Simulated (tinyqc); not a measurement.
Vertical double-diffused power MOSFET, components of the on-resistance: two steps of the calculation.

Stripe cells of pitch Wp + a, two channels a cell. Current flows through the channels, spreads in the accumulation layer, passes the gap between the p bodies and spreads at 45 degrees into the drift layer below them. Low drain voltage, full ionisation.

Inputs (values chosen for the exercise); bulk values close to those of 4H silicon carbide:
```
symbol  value                    unit                                             meaning
T         300                       K                                         temperature
eps_r    9.92                                                       relative permittivity
Kc      23900  V/cm per (cm^-3)^(1/8)                             critical-field constant
BV       1700                       V          rated breakdown voltage of the drift layer
mud       814              cm^2/(V s)                             drift mobility at 300 K
bt        2.5                                  temperature exponent of the drift mobility
tox        47                      nm                    gate oxide thickness (eps_r 3.9)
Vov        13                       V                                      gate overdrive
mch        28              cm^2/(V s)                                    channel mobility
mac        64              cm^2/(V s)                         accumulation-layer mobility
Lc        0.5                      um                                      channel length
Wp        2.5                      um  width of the p body in one cell, channels included
a           2                      um                   gap between neighbouring p bodies
xp          1                      um                                 depth of the p body
Nj          3                                     doping of the gap over the drift doping
Vbi      2.96                       V               built-in voltage of the body junction
Rs       0.41               mohm cm^2                    substrate and contact resistance
```

Constants: q = 1.602176634e-19 C, eps0 = 8.8541878128e-14 F/cm where lengths are in cm. Results are converted to the units shown.

Task 1. Drift layer. Triangular field at breakdown with Ec = Kc N^(1/8): BV = eps0 eps_r Ec^2/(2 q N), so N = (eps0 eps_r Kc^2/(2 q BV))^(4/3); W = 2 BV/Ec; mu = mud (T/300 K)^(-bt); rho = 1/(q mu N); ideal resistance rho W.

Give: drift doping N; Ec; drift thickness W; electron mobility mu at T; drift resistivity rho; ideal resistance.

Result 1.

drift doping N = 8.9610e15 cm^-3
Ec = 2.3574 MV/cm
drift thickness W = 14.422 um
electron mobility mu at T = 814.00 cm^2/(V s)
drift resistivity rho = 0.85568 ohm cm
ideal resistance = 1.2341 mohm cm^2

Task 2. Components of the on-resistance. Pitch p = Wp + a, Cox = 3.9 eps0/tox; zero-bias depletion in the gap w0 = sqrt(2 eps0 eps_r Vbi/(q N Nj)), open gap g = a - 2 w0; R_ch = Lc p/(2 mch Cox Vov); R_acc = 0.6 a p/(4 mac Cox Vov), 0.6 being an empirical factor for current leaving the layer along its length; R_gap = (rho/Nj) xp p/g; spreading depth t = min(W, (p - g)/2); R_drift = (rho p/2) ln((g + 2 t)/g) + rho (W - t); R_on = the sum with Rs.

drift doping N = 8.9609872e15 cm^-3
drift thickness W = 14.422367 um
electron mobility mu at T = 814 cm^2/(V s)
drift resistivity rho = 0.85567599 ohm cm

Give: w0; g; components; R_on; shares.

Result 2.

w0 = 0.3475 um
g = 1.305 um
components (mohm cm^2): channel 0.4207, accumulation 0.2208, gap 0.09835, drift 1.336, substrate 0.4100
R_on = 2.486 mohm cm^2
shares (%): channel 16.92, accumulation 8.89, gap 3.96, drift 53.74, substrate 16.50

The drift term is the largest. R_on is 2.01 times the ideal drift resistance rho W, and spreading raises the drift term to 1.08 times it.

Program tinyqc, `OMP_NUM_THREADS=1 python tinyqc.py 2230110 2230111 out.jsonl`; Intel Xeon 2.30GHz, shared host, one thread, about 0.01 s.
